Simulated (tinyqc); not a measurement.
Inside a calculation: deformation-potential model of the L valleys of a conduction band. Values are carried at full precision from step to step, so a last printed digit may differ when a step is redone from the rounded ones.

s11 = (C11 + C12)/((C11 - C12)(C11 + 2 C12)), s12 = -C12/((C11 - C12)(C11 + 2 C12)), s44 = 1/C44; exx = s11 sxx + s12 (syy + szz) and cyclic, exy = s44 sxy/2; tension is positive. A uniaxial stress X along the unit vector n is s_ij = X n_i n_j.

Constants: kB = 8.617333262e-05 eV/K; hbar^2/2m0 = 3.80998211 eV angstrom^2.

Values chosen for the exercise (near those of Ge; shifted at random, so the results belong to these values and not to a real crystal): C11 = 127.6 GPa; C12 = 48.3 GPa; C44 = 66.7 GPa; load = uniaxial [110] (kind of stress); X = 1.73 GPa (stress); Xd = -6.42 eV (dilation potential); Xu = 17.04 eV (uniaxial potential); T = 77 K (temperature); ml = 1.636 m0 (longitudinal mass); mt = 0.081 m0 (transverse mass).

## Strain from a uniaxial [110] stress

Form the compliances and the strain.

s11, s12, s44 (1/TPa): 9.8937  -2.7167  14.9925

strain tensor:
```
          x         y          z
x  0.006208  0.006484   0.000000
y  0.006484  0.006208   0.000000
z  0.000000  0.000000  -0.004700
```

## Valley shifts

Valleys with axes along [111], [1-1-1], [-11-1] and [-1-11], one whole valley each. Herring-Vogt shift of a valley with unit axis a: dE = Xd tr(e) + Xu a.e.a. Non-degenerate shares n_i = exp(-dE_i/kT)/sum_j exp(-dE_j/kT). Inverse mass tensor of a valley: (1 - a a)/mt + a a/ml; the masses are taken as independent of strain.

Apply the Herring-Vogt formula to each valley.

Xd tr(e) = -49.54 meV

a.e.a: [111] 0.006895, [1-1-1] -0.001751, [-11-1] -0.001751, [-1-11] 0.006895

shifts dE (meV): [111] 67.95, [1-1-1] -79.37, [-11-1] -79.37, [-1-11] 67.95

The lowest valleys are [1-1-1] and [-11-1], 147.3 meV below the highest; the mean shift over all valleys is (Xd + Xu/3) tr(e) = -5.71 meV.

## Shares of the electrons

Boltzmann factors of the shifts.

kT = 6.635 meV

shares: [111] 0.0000, [1-1-1] 0.5000, [-11-1] 0.5000, [-1-11] 0.0000

effective number of valley axes, 1/(largest share) = 2.000

## Conductivity mass tensor

With one scattering time for all valleys the conductivity goes as M = sum_i n_i (inverse mass tensor of valley i); along the unit vector u, 1/m_c = u.M.u. Without stress 1/m_c = (1/ml + 2/mt)/3. Take u along [1-10].

M (1/m0):
```
       x      y      z
x  8.434  3.911  0.000
y  3.911  8.434  0.000
z  0.000  0.000  8.434
```

m_c along [1-10] = 0.2211 m0
m_c without stress = 0.1186 m0

The repopulation alone changes the mobility along [1-10] by -46.4 %; with all electrons in the valleys lightest or heaviest along this direction it would change by +46 or -46 %.

## Effective density of states

Each of the 4 whole valleys has m_d = (ml mt^2)^(1/3) and N = 2 (m_d kT/(4 pi c))^(3/2), c = hbar^2/2m0. Counted from the lowest edge, Nc = N x sum_i exp(-(dE_i - dE_min)/kT). 1 angstrom^-3 = 1e24 cm^-3.

m_d = 0.2206 m0
N of one valley = 3.381e+17 cm^-3
Nc under stress = 6.761e+17 cm^-3
Nc without stress = 1.352e+18 cm^-3

## Piezoresistance from repopulation

For small stress d(rho)/rho = pi X. For valleys on the <111> axes pi11 = pi12 = 0 and pi44 = -Xu s44/(3 kT) x (K - 1)/(2K + 1), K = ml/mt. For stress along [110]: pi_l = (pi11 + pi12 + pi44)/2 with the current along it and pi_t = (pi11 + pi12 - pi44)/2 with the current along [1-10]. 1/GPa = 100 x 1e-11/Pa.

K = 20.198

pi11, pi12, pi44 (1e-11/Pa): 0.0  0.0  -595.2

pi_l, pi_t for [110] (1e-11/Pa): -297.6  297.6

Only the transfer between valleys is counted; changes of mass and of intervalley scattering add to it in a real crystal.

## Checks

- Conductivity mass at zero stress against 3/(1/ml + 2/mt): both 0.1185649.
- Piezoresistance coefficients by finite differences against the closed form: largest difference 2.9e-07.

Computed by tinyqc, a small Python program: `OMP_NUM_THREADS=1 python tinyqc.py 1051460 1051461 out.jsonl` (the numbers bound the seed that draws the inputs); one thread of a shared host (Intel(R) Xeon(R) Processor @ 2.30GHz), about 0.04 s for the whole set of steps.
